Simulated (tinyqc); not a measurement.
# Input admittance of a MOSFET at zero drain bias: distributed channel and distributed gate: effects of single changes

Source and drain grounded, strong inversion, w = 2 pi f, Cox = eps0 eox/tox. The channel is an RC line of resistance 1/(mu Cox Vo) per square fed from both ends, so one finger has the intrinsic admittance y = i w Cox L tanh(g)/g per width, g = (1/2) sqrt(i w tau), tau = L^2/(mu Vo). The vertical resistance rv/L is in series with y, the overlaps 2 i w Cov in parallel: y_t = 1/(1/y + rv/L) + 2 i w Cov. The gate strip is a line of Rsh/L per length loaded by y_t, so a finger has Y = y_t Wf tanh(k)/k, k = (Wf/sd) sqrt(y_t Rsh/L); the device has Nf Y.

Inputs (values chosen for the exercise); values of the order met in silicon radio-frequency transistors:
- eox = 7.71 (relative permittivity of the gate insulator (close to silicon nitride))
- tox = 5.3 nm (insulator thickness)
- L = 1.8 um (channel length)
- Wf = 1.6 um (finger width)
- Nf = 64 (number of fingers)
- mu = 390 cm^2/(V s) (channel mobility)
- Vo = 0.71 V (gate overdrive)
- Rsh = 16 ohm/square (sheet resistance of the gate)
- rv = 1.8 ohm um^2 (vertical resistivity of the gate stack)
- sd = 2 (number of ends at which a finger is contacted)
- Cov = 0.21 fF/um (overlap and fringe capacitance on each side)
- f = 9.6 GHz (frequency)

Constants: eps0 = 8.8541878128e-14 F/cm where lengths are in cm. Results are converted to the units shown.

Each table varies one quantity; the others keep the values above.

## Input impedance against frequency

Low-frequency limits, with c = Cox L and ct = c + 2 Cov: R_strip = Rsh Wf/(3 sd^2 L Nf), R_ch = (c/ct)^2 L/(12 mu Cox Vo Wf Nf), R_vert = (c/ct)^2 rv/(L Wf Nf), C = ct Wf Nf. Z = 1/(Nf Y) = R + 1/(i w C), Q = |Im Z|/R, far-point signal |1/cosh k|.

The same in every row: low-frequency R (ohm) = 3.9902.

Input impedance against frequency:
```
f (GHz)	w tau	|k|	R (ohm)	C (fF)	Q	signal at the far point
0.1	0.073519	0.0091854	3.9902	2417.1	165.02	1.0000
0.3	0.22056	0.015908	3.9902	2416.9	55.010	1.0000
0.7	0.51464	0.024287	3.9898	2416.2	23.586	0.99999
2	1.4704	0.040866	3.9864	2409.4	8.2852	0.99990
5	3.6760	0.062995	3.9664	2369.9	3.3862	0.99944
10	7.3519	0.082885	3.8976	2243.0	1.8206	0.99835
40	29.408	0.11418	3.0184	1314.8	1.0026	0.99542
100	73.519	0.14242	1.8579	784.15	1.0925	0.99321
300	220.56	0.19145	0.99750	458.48	1.1600	0.98821
```

R falls from 3.99 to 0.998 ohm and C falls from 2420 to 458 fF. Q goes as f^(-1.00) between the first two rows and f^(0.05) between the last two, where w tau = 221 and |k| = 0.191. The low-frequency limits hold both R and C within 5 % up to f = 5 GHz among the rows.

## Dividing a fixed width into fingers

Total width Wf Nf = 100 um; each finger also has a contact resistance Rc at each contacted end, which adds Rc/(sd Nf). The resistances are low-frequency limits, good while |k| is below about 1; the far-point signal is |1/cosh k| at f, without Rc.

The same in every row: R_ch + R_vert (ohm) = 4.067.

Dividing a fixed width into fingers:
```
Nf	Wf (um)	R_strip (ohm)	Rc/(sd Nf) for Rc = 30 ohm (ohm)	sum (ohm)	signal at the far point
1	100.0	74.07	15.00	93.14	0.02515
2	50.00	18.52	7.500	30.09	0.2268
4	25.00	4.630	3.750	12.45	0.6479
8	12.50	1.157	1.875	7.099	0.9033
16	6.250	0.2894	0.9375	5.294	0.9760
32	3.125	0.07234	0.4688	4.608	0.9940
64	1.562	0.01808	0.2344	4.319	0.9985
128	0.7812	0.004521	0.1172	4.189	0.9996
```

What does the comparison show, and why?

R_strip falls as 1/Nf^2, from 74.1 to 0.00452 ohm, the contact term as 1/Nf, and R_ch + R_vert stays at 4.07 ohm since the total width is fixed. The sum is within a factor 1.5 of that floor from Nf = 16 on. More fingers add wiring capacitance, which is left out.

tinyqc, about 0.01 s, one thread, Intel Xeon 2.30GHz (shared host): `OMP_NUM_THREADS=1 python tinyqc.py 2262145 2262146 out.jsonl`
